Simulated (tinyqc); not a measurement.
Switching kinetics of a ferroelectric film and the memory window of a ferroelectric gate stack: one step, computed by the program tinyqc. Command: `OMP_NUM_THREADS=1 python tinyqc.py 3020236 3020237 out.jsonl feswitch walk`. One thread of a shared host (Intel(R) Xeon(R) Processor @ 2.30GHz), about 0.02 s of CPU time with the checks.

Fields in MV/cm; 1 microcoulomb/cm^2 over eps_0 is 11.29409 MV/cm. In the stack (metal, ferroelectric, interlayer, channel) the channel is taken as a conductor.

Problem. The hysteresis loop. Saturated branches: P(E) = P_s tanh[(E -/+ E_c)/(2 delta)], delta = E_c/ln[(1 + P_r/P_s)/(1 - P_r/P_s)]; D = P + eps_0 eps_F E.

Inputs (values chosen for the exercise, for a model film):

| quantity | value | unit |
|---|---|---|
| saturation polarisation P_s | 17 | microcoulomb/cm^2 |
| ratio P_r/P_s | 0.8 | - |
| coercive field E_c | 1.2 | MV/cm |
| permittivity of the ferroelectric eps_F | 36 | - |

Give: delta; P on both branches (microcoulomb/cm^2) at E/E_c = -3, -2, -1, -0.5, 0, 0.5, 1, 1.5, 2, 3; peak differential permittivity eps_F + P_s/(2 delta eps_0).

Solution.

delta = 0.5461 MV/cm

P on both branches (microcoulomb/cm^2) at E/E_c = -3, -2, -1, -0.5, 0, 0.5, 1, 1.5, 2, 3:

| E (MV/cm) | rising branch | falling branch |
|---|---|---|
| -3.6 | -16.99 | -16.59 |
| -2.4 | -16.95 | -13.60 |
| -1.2 | -16.59 | 0.00 |
| -0.6 | -15.79 | 8.50 |
| 0.0 | -13.60 | 13.60 |
| 0.6 | -8.50 | 15.79 |
| 1.2 | 0.00 | 16.59 |
| 1.8 | 8.50 | 16.86 |
| 2.4 | 13.60 | 16.95 |
| 3.6 | 16.59 | 16.99 |

peak differential permittivity eps_F + P_s/(2 delta eps_0) = 211.8
